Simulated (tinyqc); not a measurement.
## Fully depleted semiconductor-on-insulator film with two gates, non-linear Poisson equation by Newton steps: threshold and coupling against the back-gate voltage

One dimension across the film, front interface at x = 0, back interface at x = ts. psi is counted from the intrinsic level, n = ni exp(psi/Vt) (source grounded), holes neglected, acceptors ionised. Gates act through Cox = eps0 eox/tox and Cbox = 3.9 eps0/tb with potentials G1 = Vg - (phiM - chi - Vt ln(Nc/ni)) and G2 = Vb - (phiB - chi - Vt ln(Nc/ni)). Classical Boltzmann densities, no interface charge, no depletion in the back plane.

ni = sqrt(Nc Nv) exp(-Eg/(2 Vt)), Eg in volts. The Poisson equation eps0 eps_r d2psi/dx2 = q (n + Na), with -eps0 eps_r dpsi/dx = Cox (G1 - psi) at x = 0 and eps0 eps_r dpsi/dx = Cbox (G2 - psi) at x = ts, is solved on 300 equal intervals with half boxes at both ends; N_inv is the trapezoid sum of n. VT is the Vg for N_inv = 1e11 cm^-2; -dVT/dVb from the linearised equation. Limits with Cs = eps0 eps_r/ts: front channel Cs Cbox/(Cox (Cs + Cbox)), back channel Cbox (Cox + Cs)/(Cox Cs). Swing at N_inv = 1e8 cm^-2.

Inputs (values chosen for the exercise); band and dielectric values close to those of In0.53Ga0.47As:
```
symbol,value,unit,meaning
T,350,K,temperature
Eg,0.731,eV,band gap
eps_r,13.9,,relative permittivity
Nc,2.67e17,cm^-3,conduction-band density of states at T
Nv,9.87e18,cm^-3,valence-band density of states at T
chi,4.57,eV,electron affinity
eox,24.6,,relative permittivity of the gate insulator (close to zirconium oxide)
tox,3.6,nm,insulator thickness
ts,10,nm,film thickness
tb,140,nm,buried-oxide thickness (eps_r 3.9)
Na,1e15,cm^-3,acceptor density of the film
phiM,5.2,eV,work function of the front gate
phiB,5.07,eV,work function of the back plane
```

Constants: q = 1.602176634e-19 C, kB = 1.380649e-23 J/K, Vt = kB T/q, eps0 = 8.8541878128e-14 F/cm where lengths are in cm. Results are converted to the units shown.

The same in every row: front-channel limit = 0.00400; back-channel limit = 0.0241.

Threshold and coupling against the back-gate voltage:

| Vb (V) | VT (V) | centroid/ts at VT | -dVT/dVb | swing (mV/decade) |
|---|---|---|---|---|
| -8 | 0.690 | 0.173 | 0.00736 | 70.0 |
| -6 | 0.675 | 0.216 | 0.00818 | 70.0 |
| -4 | 0.657 | 0.277 | 0.00934 | 70.1 |
| -2 | 0.637 | 0.358 | 0.0109 | 70.3 |
| 0 | 0.613 | 0.458 | 0.0128 | 70.4 |
| 2 | 0.586 | 0.563 | 0.0149 | 70.6 |
| 4 | 0.554 | 0.660 | 0.0168 | 70.7 |
| 6 | 0.519 | 0.738 | 0.0185 | 70.8 |
| 8 | 0.480 | 0.795 | 0.0197 | 70.9 |

What does the table show?

As Vb goes from -8 to 8, VT falls from 0.690 to 0.480 V, the centroid rises from 0.173 to 0.795 of ts and -dVT/dVb rises from 0.00736 to 0.0197. The coupling covers 16.7 % of the way from the front-channel to the back-channel limit in the first row and 78.1 % in the last.

tinyqc, about 0.4 s, one thread, Intel Xeon 2.30GHz (shared host): `OMP_NUM_THREADS=1 python tinyqc.py 2190071 2190072 out.jsonl`
